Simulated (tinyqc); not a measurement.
Buckled dimers of a reconstructed (001) surface, two dangling bonds a dimer: sweeps and comparisons. A value that a table varies takes the place of the one given here.

In a dimer one atom moves up by z and the other down by z; the dangling bond of the up atom (more s-like) falls by gm z and that of the down atom rises by gm z. With all dimers tilted alike: H(k) = [[-gm z - 2 ta cos k, -tp - 2 tx cos k], [., gm z - 2 ta cos k]], k along the row in 1/a. Two electrons a dimer fill the lowest N of the 2N levels on the mesh k_j = (j + 1/2) pi/N. Total energy a dimer: W(z) = (2/N) sum of the filled levels + kf z^2. Repulsion between electrons is left out.

Parameters, chosen for this exercise (of the size met on Si(001); the results hold for these values, not for the real material): tp = 0.19 eV (pi coupling inside a dimer); ta = 0.11 eV (coupling between like atoms along the row); tx = 0.04 eV (diagonal coupling along the row); gm = 2.02 eV/angstrom (shift of a dangling bond with height); kf = 7.3 eV/angstrom^2 (force constant of buckling); N = 12 (k points).

## Energy against buckling

W relative to z = 0; gap as lowest upper less highest lower level on 201 points from 0 to pi.

Per dimer (eV):
```
z (angstrom)  band energy  elastic        W      gap
0.00               0.0000   0.0000   0.0000  -0.0600
0.05              -0.0401   0.0182  -0.0218  -0.0024
0.10              -0.1671   0.0730  -0.0941   0.1272
0.15              -0.3279   0.1643  -0.1637   0.2882
0.20              -0.5050   0.2920  -0.2130   0.4646
0.30              -0.8810   0.6570  -0.2240   0.8393
0.40              -1.2699   1.1680  -0.1019   1.2274
0.50              -1.6646   1.8250   0.1604   1.6214
0.60              -2.0624   2.6280   0.5656   2.0187
```

How do the results move?

W is lowest at z = 0.3 among these rows (-0.2240 eV). The band energy falls as z^2 at first and linearly, as -2 gm z, once gm z is far above tp, so the elastic term always wins at large z. The gap opens near z = 0.051 angstrom.

## Strong pi bonds keep dimers flat

tp is varied; z minimises W on 0 to 1 angstrom; gap on 201 points; charge moved: the mean of gm z/sqrt((gm z)^2 + h^2) over the mesh, h the off-diagonal element.

Against tp:
```
tp (eV)  z (angstrom)  gain (eV)  gap (eV)  charge moved (e)
0.10           0.2709     0.2724    0.6838             0.979
0.20           0.2575     0.2284    0.6844             0.930
0.30           0.2332     0.1241    0.6853             0.843
0.45           0.1663     0.0233    0.6873             0.601
0.60           0.0000     0.0000    0.7600             0.000
0.80           0.0000     0.0000    1.1600             0.000
1.00           0.0000     0.0000    1.5600             0.000
1.30           0.0000     0.0000    2.1600             0.000
1.60           0.0000     0.0000    2.7600             0.000
```

What does this show?

Dimers buckle for tp up to 0.45 eV among these rows; for an isolated dimer the limit is gm^2/kf = 0.559 eV. While buckled, the splitting, on average over k, stays near 2 gm^2/kf = 1.118 eV whatever tp is, and beyond the limit it follows 2 tp; the gap is smaller by the width of the bands, about 4 ta = 0.44 eV.

## Tilting alike or in alternation

Alternation doubles the cell: sites L1, R1, L2, R2 with levels -gm z, +gm z, +gm z, -gm z, -tp inside a dimer, -2 ta cos k between L1-L2 and R1-R2, -2 tx cos k between L1-R2 and R1-L2, on k_j = (j + 1/2) pi/(2N); the lowest half of the levels is filled. Energies a dimer; gaps on these meshes.

Two patterns:
```
z (angstrom)  W alike (eV)  W alternating (eV)  difference (meV)  gap alike (eV)  gap alternating (eV)
0.05               -0.4156             -0.4548             -39.1          0.0012                0.1887
0.10               -0.4879             -0.5336             -45.7          0.1308                0.3818
0.15               -0.5575             -0.6004             -42.9          0.2917                0.5760
0.20               -0.6068             -0.6449             -38.2          0.4682                0.7708
0.30               -0.6178             -0.6474             -29.7          0.8429                1.1605
0.40               -0.4957             -0.5194             -23.7          1.2310                1.5505
0.50               -0.2334             -0.2530             -19.6          1.6251                1.9406
```

What does this show?

The lowest W listed is -0.6178 eV for like tilts and -0.6474 eV for alternation; the difference at equal z runs from -45.7 to -19.6 meV. With alternation ta joins filled up atoms to empty down atoms and gains energy in second order, about 2 ta^2/(gm z) a dimer at large z, while tx does so for like tilts; here ta = 0.11 and tx = 0.04 eV. At z = 0.3 the gap is 0.843 eV alike and 1.161 eV alternating.

## What each parameter does

z minimises W on 0 to 1 angstrom; gain over flat dimers; gap on 201 points from 0 to pi. Each row changes one parameter from the base and keeps the others.

Results:
```
case                     z (angstrom)  gain (eV)  gap (eV)
base                           0.2592     0.2348    0.6843
tp = 0.162 eV                  0.2637     0.2505    0.6841
ta = 0.14 eV                   0.2592     0.1858    0.5643
tx = 0.07 eV                   0.2572     0.2452    0.6974
gm = 2.182 eV/angstrom         0.2851     0.3183    0.8697
kf = 6.57 eV/angstrom^2        0.2918     0.2901    0.8078
```

How do the results move?

The largest shifts from the base row, up to three for each result and ties (the steps differ in size, so this ranks the rows, not the parameters). z (angstrom): kf +0.0325, gm +0.0258, tp +0.0045; unchanged at the printed digits by ta. gain (eV): gm +0.0834, kf +0.0553, ta -0.0490. gap (eV): gm +0.1854, kf +0.1235, ta -0.1200.

Program tinyqc; command `OMP_NUM_THREADS=1 python tinyqc.py 1480519 1480520 out.jsonl`; about 0.03 s on one thread of a shared Intel(R) Xeon(R) Processor @ 2.30GHz.
